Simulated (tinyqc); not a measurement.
Inside a calculation. Method: Ewald sum of point charges, fluorite lattice. Computed by tinyqc, a small Python program that keeps every step. Command: `OMP_NUM_THREADS=1 python tinyqc.py 20604 20605 out.jsonl` (the two numbers bound the seeds that draw the settings). One thread of a shared host (Intel(R) Xeon(R) Processor @ 2.60GHz), about 0.09 s of CPU time with the checks.

## Ewald sum with eta = 0.287 1/bohr

cell vectors (rows) (bohr):
$$\begin{pmatrix}
0.00000 & 5.86000 & 5.86000 \\
5.86000 & 0.00000 & 5.86000 \\
5.86000 & 5.86000 & 0.00000
\end{pmatrix}$$

Charges:
```
q              f1       f2       f3
4.00000   0.00000  0.00000  0.00000
-2.00000  0.25000  0.25000  0.25000
-2.00000  0.75000  0.75000  0.75000
```

Real space: 1/2 sum q_i q_j erfc(eta r)/r over all images with r > 0; reciprocal space: (2 pi/V) sum_(G != 0) exp(-G^2/4 eta^2)/G^2 |S(G)|^2 with S(G) = sum q exp(i G.r); self term -eta/sqrt(pi) sum q^2; background -pi Q^2/(2 V eta^2), Q the total charge.

Real-space shells (first ones):
```
r (bohr)  pairs  sum (hartree)
5.07491      16       -0.49710
5.86000      12        0.07120
8.28729      36        0.01337
9.71771      48       -0.00158
10.14982     16        0.00012
11.72000     18       1.21e-05
12.77157     48      -3.27e-06
13.10336     48       7.67e-07
14.35401     72       1.14e-07
15.22473     64      -1.08e-08
16.57458     36       1.50e-10
17.33411     96      -4.40e-11
```

Reciprocal shells (first ones that count):
```
G^2 (1/bohr^2)  vectors  sum (hartree)
0.86224               8        0.16924
1.14965               6        0.15916
3.16153              24        0.00013
3.44894               8        0.00007
5.46082              24       6.96e-08
5.74823              24       1.10e-07
```

## The total does not depend on eta

The same sums for other eta.

Totals (hartree per cell):
```
eta          real  reciprocal      self  background       total
0.28700  -0.41398     0.32859  -3.88614     0.00000  -3.9715274
0.41400  -0.03492     1.66918  -5.60579     0.00000  -3.9715274
0.58700  -0.00031     3.97709  -7.94830     0.00000  -3.9715274
```

shortest distance = 5.07491 bohr

Madelung constant -E d / (formula units |q+ q-|) = 2.51939
